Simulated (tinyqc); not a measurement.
Self-heating of a transistor with one or more fingers, with temperature-dependent conductivity: one step, computed by the program tinyqc. Command: `OMP_NUM_THREADS=1 python tinyqc.py 3012773 3012774 out.jsonl selfheat walk`. One thread of a shared host (Intel(R) Xeon(R) Processor @ 2.30GHz), about 0.05 s of CPU time with the checks.

N long parallel fingers lie on the top face of a slab whose bottom is held at T_0; the top is otherwise insulated, and heat flows in two dimensions. P in W/mm is 1000 P in W/m.

Task: Extra rise from ballistic phonons. Near a source smaller than the free path, Fourier's law overstates the flow. Rough estimate: a strip that emits phonons into a half space adds a resistance times area of 4 Lambda/(3 kappa_0), from the ballistic flux C v Delta T/4 with kappa_0 = C v Lambda/3, so Delta T_b = 4 Lambda P/(3 kappa_0 w); Knudsen number Lambda/w.

Inputs (values chosen for the exercise, modelled on silicon carbide):
```
quantity,value,unit
conductivity at the base temperature kappa_0,374,W/(m K)
power per gate width P,7.8,W/mm
width of the heat source w,0.9,micrometre
phonon free path Lambda,100,nm
```

Power: power rises with temperature.

largest theta = 74.46737 K

Give: Knudsen number; ballistic rise Delta T_b; Delta T_b / largest theta.

Result:

Knudsen number = 0.11111

ballistic rise Delta T_b = 3.0897 K

Delta T_b / largest theta = 0.041491

By this estimate the ballistic term is at most a fifth of the Fourier rise.
